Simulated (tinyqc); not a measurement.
## Four-point probe on a layer of finite thickness

Four collinear probes with spacing s on a wide layer of thickness w over an insulator: V/I = (rho/(2 pi s)) S, S = 1 + 4 sum_(k>=1) {[1 + (2 k w/s)^2]^(-1/2) - [4 + (2 k w/s)^2]^(-1/2)}. Thin-film reading rho = (pi/ln 2) w V/I times the factor F1 = 2 ln 2/((w/s) S); bulk reading rho = 2 pi s V/I times 1/S; closed estimate F1 = ln 2/ln[sinh(w/s)/sinh(w/(2 s))]. x = w/s.

Four-point probe on a layer of finite thickness:
```
x        S      F1     1/S  estimate of F1
0.3  4.621   1.000  0.2164          0.9841
0.4  3.467  0.9995  0.2884          0.9721
0.6  2.330  0.9918  0.4293          0.9399
0.8  1.793  0.9662  0.5576          0.8989
1    1.504  0.9215  0.6647          0.8523
1.5  1.197  0.7719  0.8352          0.7285
2    1.094  0.6337  0.9142          0.6151
3    1.031  0.4484  0.9703          0.4476
5    1.007  0.2753  0.9931          0.2765
```

F1 falls from 1.000 to 0.275 while 1/S rises from 0.216 to 0.993. Among the rows the thin-film formula is good to 1 % up to w/s = 0.6 and the bulk formula from w/s = 5 on. The closed estimate is within 7.6 % of the series.

Computed by the program tinyqc: `OMP_NUM_THREADS=1 python tinyqc.py 2850178 2850179 out.jsonl`, one thread of a shared Intel Xeon 2.30GHz, about 0.04 s for the whole run.
